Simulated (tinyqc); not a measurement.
Precursor delivery and alloy composition in metal-organic vapour-phase epitaxy: one step, computed by the program tinyqc.

Carrier gas leaves each bubbler saturated. Group-III species cross a boundary layer and react at the surface; element 2 can also desorb. The film is (1)_(1-x) (2)_x V with a zinc-blende cell.

Question. Composition and growth rate. Loss of element 2 is r x with r = prefactor x exp(-energy/(k_B T)). Then x = (g2 - r x)/(g1 + g2 - r x), or r x^2 - (g1 + g2 + r) x + g2 = 0, smaller root; growth rate G = g1/(1 - x) layers/s; one layer is a/2 thick, 1 angstrom/s = 0.36 um/h. Temperatures in kelvin are T(C) + 273.15. Distribution coefficient = [x/(1 - x)]/[x_g/(1 - x_g)], x_g = g2/(g1 + g2).

Inputs (values chosen for the exercise, close to those used for InGaP from TEGa and TMIn):

| quantity | value | unit |
|---|---|---|
| source 1: bath temperature | 21 | C |
| source 2: bath temperature | 25 | C |
| prefactor of the loss of element 2 | 2e+15 | layers/s |
| energy of the loss | 3.09 | eV |
| lattice constant a | 5.65 | angstrom |
| growth temperature T | 600 | C |

arrival rates (layers/s): g1 0.4680046, g2 2.660240

Constants: k_B = 8.617333262e-05 eV/K.

Give: loss rate r; solid share x; growth rate G; distribution coefficient.

Answer.

loss rate r = 0.002922 layers/s

solid share x = 0.8503

growth rate G = 3.179 um/h

distribution coefficient = 0.9991

Desorption is negligible, so the solid copies the gas. Caution: the lattice constant is held fixed as x changes, delta does not respond to the flow, both precursors share one D and k_s, and gas-phase side reactions are left out.
